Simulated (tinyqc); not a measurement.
CMOS inverter, nodal equation and switching: one step of the calculation.

An n-channel pull-down (bn, VTn) and a p-channel pull-up (bp, VTp) share the input Vin and the output node Vout, which carries the load C. Transistor (EKV form, voltages against the body): I = 2 n b Vt^2 [F(vp - Vs) - F(vp - Vd)] from drain to source, F(v) = ln^2(1 + exp(v/(2 Vt))), vp = (Vg - VT + sg |Vd - Vs|)/n. n-channel bodies are at 0; for the p-channel device all voltages are counted down from Vdd. b in uA/V^2 gives I in uA. Static: In = Ip. Transient: C dVout/dt = Ip - In. No velocity saturation, no gate capacitance beyond C.

Question. One time step of the falling output. The input steps to Vdd at t = 0; I = In - Ip. Implicit Euler: V(new) = V - (dt/C) I(V(new)), solved for V(new); 1 ps uA/fF = 1 mV.

Parameters, values chosen for the exercise:

| symbol | value | unit | meaning |
|---|---|---|---|
| T | 300 | K | temperature |
| Vdd | 0.4 | V | supply voltage |
| n | 1.11 |  | slope factor |
| sg | 0.054 |  | drain-induced barrier lowering |
| VTn | 0.41 | V | n-channel threshold |
| VTp | 0.37 | V | p-channel threshold (magnitude) |
| bn | 170 | uA/V^2 | gain factor of the pull-down transistor |
| bp | 220 | uA/V^2 | gain factor of the pull-up transistor |
| C | 0.79 | fF | load capacitance |
| dt | 300 | ps | time step |

Constants: q = 1.602176634e-19 C, kB = 1.380649e-23 J/K, Vt = kB T/q. Results are converted to the units shown.

Vout after step 1 = 0.34317671 V

Wanted: I(V); I(V(new)); Vout after step 2.

Answer.

I(V) = 0.14963 uA
I(V(new)) = 0.13952 uA
Vout after step 2 = 0.29019 V

Numbers from tinyqc (`OMP_NUM_THREADS=1 python tinyqc.py 2340040 2340041 out.jsonl`; about 0.04 s on one thread of a shared Intel Xeon 2.30GHz).
